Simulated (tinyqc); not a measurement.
What each parameter does: delta-doped layer in the Thomas-Fermi potential.

All donors ionised in the plane z = 0, zero temperature, energies from the Fermi level EF of the Thomas-Fermi model, which lies at the bulk band edge; c = hbar^2/2m0, q = e^2/(4 pi eps0). Layer in a (001) plane: two valleys with m_z = ml, m_d = mt (unprimed) and four with m_z = mt, m_d = sqrt(ml mt) (primed); m3 = (ml mt^2)^(1/3), gv = 6. With n = (gv/3 pi^2)(m3 (-V)/c)^(3/2) and V'' = -(4 pi q/eps) n for z > 0, the solution is V = -b/(|z| + z0)^4 with sqrt(b) = 20/K, K = (4 pi q/eps)(gv/3 pi^2)(m3/c)^(3/2), and z0^5 = 4b/(e F0), e F0 = 2 pi q N/eps; 1e13/cm^2 = 1e-3/angstrom^2. Exchange and correlation are left out.

Subbands solve -(c/m_z) psi'' + V psi = E psi on 1280 points of spacing z0/80; up to ten levels for each group, kept if bound with an rms width below 2.5 z0.

Constants: hbar^2/2m0 = 3.80998211 eV angstrom^2; e^2/(4 pi eps0) = 14.39964547 eV angstrom.

Values chosen for the exercise (near those of a delta-doped layer in Si; not measured data): ml = 0.938 m0 (longitudinal mass); mt = 0.192 m0 (transverse mass); eps = 12 (dielectric constant); N = 11 x 1e13/cm^2 (donor sheet density).

z0, depth, lowest level and its rms width.

One parameter was then changed.

Results before and after:
```
case     z0 (angstrom)  depth (eV)  lowest (eV)  rms z (angstrom)
base             20.13      0.4174      -0.1952              4.73
changed          22.29      0.2773      -0.1228              5.79
```

Which of these changes was made? (a) eps = 10.8; (b) mt = 0.163 m0; (c) N = 6.6 x 1e13/cm^2; (d) ml = 1.079 m0.

Answer: (c) N = 6.6 x 1e13/cm^2. Of the candidates, run in turn, only this one gives the changed row.

All candidates:
```
case                 z0 (angstrom)  depth (eV)  lowest (eV)  rms z (angstrom)
base                         20.13      0.4174      -0.1952              4.73
N = 6.6 x 1e13/cm^2          22.29      0.2773      -0.1228              5.79
eps = 10.8                   18.90      0.4353      -0.1992              4.63
ml = 1.079 m0                19.57      0.4058      -0.1925              4.48
mt = 0.163 m0                21.49      0.4456      -0.2188              4.60
```

Program tinyqc; command `OMP_NUM_THREADS=1 python tinyqc.py 1281012 1281013 out.jsonl`; about 0.1 s on one thread of a shared Intel(R) Xeon(R) Processor @ 2.30GHz.
